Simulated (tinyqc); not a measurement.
Worked calculation: two-band k.p model of the X valleys of a zinc-blende crystal. Values are carried at full precision from step to step, so a last printed digit may differ when a step is redone from the rounded ones.

With x = D/D0: for x < 1 the minima lie at k_m = sqrt(ml D0 (1 - x^2)/(4 c)), the hump at X has the height dE = (D0/4)(1 - x)^2 and the mass at the minimum is ml/(1 - x^2); the mass at X is ml/(1 - 1/x), negative for x < 1. For x > 1 the minimum is at X.

Constants: hbar^2/2m0 = 3.80998211 eV angstrom^2; kB = 8.617333262e-05 eV/K.

Parameters, chosen for this exercise (of the order of those of cubic SiC; not measured data):
```
symbol  value  unit        meaning
D       3.19   eV          splitting of the two conduction levels at X
D0      1.084  eV          coupling energy
ml      0.45   m0          mass along the axis from remote bands
k       0.111  1/angstrom  wave vector from X
kmax    0.12   1/angstrom  end of the path
mt      0.264  m0          transverse mass
T       50     K           temperature
```

## Shape of the lower band

Give x, k_m, dE and both masses.

x = 2.9428
k_m = 0.00000 1/angstrom
dE = 0.000 meV
mass at the minimum = 0.682 m0
mass at X = 0.682 m0

The splitting wins, so the minimum stays at X, with a mass raised by a factor of 1.51 through the repulsion from the upper band.

## The matrix at one k

k along the valley axis, counted from X, c = hbar^2/2m0, e = c k^2/ml. H = [[e - D/2, i P k], [-i P k, e + D/2]] with P^2 = D0 c/ml, so E = e -/+ sqrt(D^2/4 + D0 e). For D = 0 (diamond lattice) the bands cross at X.

Give P, the matrix, its levels and the weight of the lower X state in the lower band.

P = 3.0295 eV angstrom

H (eV):
$$\begin{pmatrix}
-1.4907 & 0.3363i \\
-0.3363i & 1.6993
\end{pmatrix}$$

levels (eV): [-1.5257, 1.7344]

weight = 0.9892

## Dispersion along the axis

Nine points; energies of the lower band from its minimum, against a parabola about the minimum with the mass there.

Results:
```
k (1/angstrom)  lower band (meV)  parabola (meV)  gap to the upper band (eV)
0.0000                      0.00            0.00                      3.1900
0.0150                      1.26            1.26                      3.1913
0.0300                      5.03            5.03                      3.1952
0.0450                     11.33           11.32                      3.2016
0.0600                     20.16           20.12                      3.2106
0.0750                     31.52           31.44                      3.2222
0.0900                     45.44           45.28                      3.2363
0.1050                     61.93           61.62                      3.2528
0.1200                     81.01           80.49                      3.2718
```

At kmax the band lies at 81.0 meV and the parabola at 80.5 meV: far from X the curvature returns to 1/ml, so the band is steeper than the parabola of the minimum.

## Thermal masses

Thermal masses along the axis for one X point, lower band, E from the minimum, on 1601 points from -0.8 to 0.8 1/angstrom: density-of-states mass m_d = c I^2/(pi kT), I = integral of exp(-E/kT) dk; conductivity mass m_c = 2 c kT/<(dE/dk)^2> with central differences.

Give m_d, m_c and Nc = 3 x 2 (kT/(4 pi c))^(3/2) mt sqrt(m_d) for three X points; 1 angstrom^-3 = 1e24 cm^-3.

m_d = 0.681 m0
m_c = 0.681 m0
Nc = 1.116e+18 cm^-3

The edge mass is 0.682, and at this temperature the thermal masses hardly differ from it.

## Checks

- Thermal masses without coupling against ml: both 0.4500.

Run: tinyqc, `OMP_NUM_THREADS=1 python tinyqc.py 1880168 1880169 out.jsonl`; Intel(R) Xeon(R) Processor @ 2.30GHz, one thread, shared host; about 0.01 s of CPU time with all checks.
